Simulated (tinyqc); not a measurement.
Deal-Grove kinetics of thermal oxidation of silicon: one step, computed by the program tinyqc.

Oxidant diffuses through the oxide and reacts at the interface, so that dx/dt = B/(A + 2x) for the oxide thickness x.

Problem. A second oxidation in the same ambient. B = B0 p exp(-E_B/(k_B T)), B/A = (B/A)0 p^m exp(-E_A/(k_B T)), p in atm; A = B/(B/A). Temperatures in kelvin are T(C) + 273.15. Step 2 starts from the thickness x of step 1, with B and A at T2: tau2 = (x^2 + A2 x)/B2 and x2 = (A2/2) [sqrt(1 + 4 B2 (t2 + tau2)/A2^2) - 1].

Inputs (values chosen for the exercise, close to those used for silicon):
```
quantity                       value    unit
prefactor B0                     766  um^2/h
activation energy E_B           1.22      eV
prefactor (B/A)0            5.78e+06    um/h
activation energy E_A           2.02      eV
temperature T                   1150       C
oxidant pressure p                10     atm
pressure exponent m of B/A      0.79       -
initial oxide x_i               0.01      um
temperature of step 2, T2       1150       C
time of step 2, t2              0.22       h
```

Ambient: dry oxygen. Surface: (111). Extension: second step.

oxide thickness x = 0.7203489 um

Constants: k_B = 8.617333262e-05 eV/K.

Give: B2; A2; tau2; thickness after both steps x2.

Solution.

B2 = 0.3663 um^2/h

A2 = 0.1463 um

tau2 = 1.704 h

thickness after both steps x2 = 0.7696 um

Caution: dry oxides grow faster than Deal-Grove predicts below about 0.03 um, so a start from a thinner film underestimates the thickness (a common remedy is x_i = 0.025 um).
